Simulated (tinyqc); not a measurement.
Grain-boundary diffusion: Harrison regimes, Fisher and Le Claire analysis, Hart average. Changing the time t. Computed by tinyqc, a small Python program. Command: `OMP_NUM_THREADS=1 python tinyqc.py 3017602 3017603 out.jsonl gbdiff sweep`. One thread of a shared host (Intel(R) Xeon(R) Processor @ 2.30GHz), about 0.01 s of CPU time with the checks.

A boundary is a slab of width delta with diffusivity D_b, normal to a surface held at constant concentration; it leaks into grains of diffusivity D.

Inputs (values chosen for the exercise, for a model polycrystal):

| quantity | value | unit |
|---|---|---|
| lattice prefactor D0 | 6.5e-05 | m^2/s |
| lattice activation energy E | 2.96 | eV |
| boundary prefactor D0b | 5.4e-06 | m^2/s |
| boundary activation energy E_b | 1.66 | eV |
| boundary width delta | 0.7 | nm |
| segregation factor s | 1 | - |
| grain size d | 0.64 | um |
| temperature T | 1410 | K |

Constants: k_B = 8.617333262e-05 eV/K.

Method:
- D = D0 exp(-E/(k_B T)), D_b = D0b exp(-E_b/(k_B T)).
- Triple product P = s delta D_b.
- l = sqrt(D t); P = s delta D_b; alpha = s delta/(2 l); beta = P/(2 D l). Regime A if l > 3 d, C if alpha > 1, B if alpha < 0.1, l < d/4 and beta > 10, otherwise a transition.
- Fisher: the mean concentration falls as exp(-y/y_F), y_F = sqrt(P) (pi t/(4 D))^(1/4), with the boundary equation P d2c/dy2 = 2 c sqrt(D/(pi t)). Le Claire (from the Whipple solution): ln c falls as -(y/y_L)^(6/5) with P = 1.322 sqrt(D/t) y_L^2.

One run for each value:

| time t (s) | Le Claire depth y_L (um) | lattice diffusion length l (um) | beta | alpha |
|---|---|---|---|---|
| 1.00e+01 | 0.505 | 1.3076e-01 | 9.8554e+00 | 2.6766e-03 |
| 1.00e+02 | 0.898 | 4.1350e-01 | 3.1166e+00 | 8.4643e-04 |
| 1.00e+03 | 1.597 | 1.3076e+00 | 9.8554e-01 | 2.6766e-04 |
| 1.00e+04 | 2.839 | 4.1350e+00 | 3.1166e-01 | 8.4643e-05 |
| 1.00e+05 | 5.049 | 1.3076e+01 | 9.8554e-02 | 2.6766e-05 |
| 1.00e+06 | 8.979 | 4.1350e+01 | 3.1166e-02 | 8.4643e-06 |
| 1.00e+07 | 15.967 | 1.3076e+02 | 9.8554e-03 | 2.6766e-06 |

What does the table show, and why?

Over the rows, Le Claire depth y_L (um) rises from 0.505 to 16.0 (exponent d ln y / d ln x about 0.25 throughout); lattice diffusion length l (um) rises from 0.131 to 131 (exponent d ln y / d ln x about 0.50 throughout); beta falls from 9.86 to 0.00986 (exponent d ln y / d ln x about -0.50 throughout). The exponent of Le Claire depth y_L stays at 0.25: the Le Claire depth goes as (t/D)^(1/4) at fixed P. The exponent of beta stays at -0.50: beta = P/(2 D sqrt(D t)).

Caution (all rows): the Fisher and Le Claire forms need regime B with beta above 10.
